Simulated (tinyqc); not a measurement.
Worked calculation: chemical vapour deposition: Grove model, boundary layer, depletion and step coverage. Computed by tinyqc, a small Python program that keeps every step. Command: `OMP_NUM_THREADS=1 python tinyqc.py 3000714 3000715 out.jsonl cvd walk`. One thread of a shared host (Intel(R) Xeon(R) Processor @ 2.30GHz), about 0.01 s of CPU time with the checks. Intermediate numbers are printed to about 6 digits and carried at full precision; extremes and crossings named in words are read from the listed rows.

A precursor diffuses to the surface and reacts there at first order; each molecule that reacts adds one formula unit of film.

Inputs (values chosen for the exercise, close to those used for polysilicon from silane):

| quantity | value | unit |
|---|---|---|
| prefactor k0 of k_s | 2.5e+07 | cm/s |
| activation energy E | 1.57 | eV |
| temperature T | 760 | C |
| total pressure p | 21 | torr |
| mole fraction of the precursor Y | 0.02 | - |
| gas diffusivity D0 at 273.15 K and 760 torr | 0.22 | cm^2/s |
| film density N | 5e+22 | formula units/cm^3 |
| precursor mass M | 32 | u |
| trench width w | 0.04 | um |
| aspect ratio of the trench | 19 | - |
| gas velocity U | 8.2 | cm/s |
| kinematic viscosity nu0 at 273.15 K and 760 torr | 0.43 | cm^2/s |
| susceptor length L | 15 | cm |
| channel height b | 4.5 | cm |

Reactor: horizontal, reduced pressure.

Constants: k_B = 1.380649e-23 J/K; u = 1.6605390666e-27 kg; k_B = 8.617333262e-05 eV/K.

## Gas-phase and surface constants

k_s = k0 exp(-E/(k_B T)); C_g = Y p/(k_B T), 1 torr = 133.322 Pa; D = D0 (T/273.15)^1.75 (760/p). Temperatures in kelvin are T(C) + 273.15. Mean speed c = sqrt(8 k_B T/(pi M)); reactive sticking probability beta = 4 k_s/c.

surface rate constant k_s = 0.548744 cm/s

precursor density C_g = 3.92559e+15 1/cm^3

gas diffusivity D = 81.6772 cm^2/s

mean speed c = 82678.7 cm/s

sticking probability beta = 2.65483e-05

## Boundary layer

nu = nu0 (T/273.15)^1.75 (760/p); Re = U L/nu; mean boundary layer delta = (2/3) L/sqrt(Re), at most b/2; h_g = D/delta.

Reynolds number Re = 0.770475

boundary layer delta = 2.25 cm

mass-transfer coefficient h_g = 36.3010 cm/s

Caution: the boundary layer is capped at b/2, so U, L and nu no longer affect h_g.

## Growth rate at the inlet

Fluxes in series: C_s = C_g/(1 + k_s/h_g); growth rate G = k_s h_g/(k_s + h_g) C_g/N; 1 cm/s = 6e8 nm/min.

ratio k_s/h_g = 0.0151165

C_s/C_g = 0.985109

growth rate G at the inlet = 25.4648 nm/min

The surface reaction limits the rate, so temperature must be uniform.

## Depletion along the susceptor

Plug flow: U b dC/dx = -k_eff C with k_eff = k_s h_g/(k_s + h_g), so C falls as exp(-k_eff x/(U b)); the used share of the precursor is 1 - C(L)/C(0).

k_eff = 0.540573 cm/s

depletion length = 68.2610 cm

rate at the outlet over rate at the inlet = 0.802724

rate at the outlet = 20.4412 nm/min

19.7 % of the precursor is used.

## Reaction control against transport control

The formulas are those given above.

Rates:

| T (C) | k_s (cm/s) | h_g (cm/s) | G (nm/min) | reaction limit (nm/min) | transport limit (nm/min) |
|---|---|---|---|---|---|
| 560 | 7.95992e-03 | 24.9114 | 4.64832e-01 | 4.64980e-01 | 1455.20 |
| 610 | 2.74529e-02 | 27.5863 | 1.51137e+00 | 1.51287e+00 | 1520.22 |
| 660 | 8.29178e-02 | 30.3772 | 4.31282e+00 | 4.32459e+00 | 1584.33 |
| 710 | 2.23809e-01 | 33.2826 | 1.10052e+01 | 1.10792e+01 | 1647.58 |
| 760 | 5.48744e-01 | 36.3010 | 2.54648e+01 | 2.58497e+01 | 1710.03 |
| 810 | 1.23852e+00 | 39.4310 | 5.39550e+01 | 5.56497e+01 | 1771.73 |
| 860 | 2.60157e+00 | 42.6712 | 1.05316e+02 | 1.11737e+02 | 1832.72 |
| 910 | 5.13245e+00 | 46.0206 | 1.89939e+02 | 2.11122e+02 | 1893.05 |
| 960 | 9.58263e+00 | 49.4778 | 3.16834e+02 | 3.78197e+02 | 1952.74 |

The apparent activation energy of G is 1.50 eV between the first rows and 1.29 eV between the last, against E = 1.57 eV. k_s stays below h_g, but mixed control begins at the hot end, which lowers the slope there. In the reaction limit the slope is E - k_B T, because C_g falls as 1/T; any further lowering comes from transport.

## Step coverage in a trench

In a long trench of width w and depth l = aspect ratio x w: Knudsen diffusivity D_K = (2w) c/3 (hydraulic diameter 2w), combined as 1/D_e = 1/D_K + 1/D; D_e d2C/dz2 = 2 k_s C/w with D_e dC/dz = -k_s C at the floor. With m = sqrt(2 k_s/(w D_e)): C(floor)/C(top) = 1/[cosh(m l) + (k_s/(D_e m)) sinh(m l)].

Knudsen diffusivity D_K = 0.220477 cm^2/s

effective diffusivity D_e = 0.219883 cm^2/s

modulus m l = 0.0848961

step coverage = 0.996219

Wall collisions limit transport in the trench; then m l = aspect ratio x sqrt(3 beta)/2, 0.0848, whatever the width. Coverage is nearly conformal. Caution: the hydraulic-diameter form of D_K is rough for a slit.

Checks made by the program: step coverage against a numerical boundary-value solution (relative difference below 1e-10).
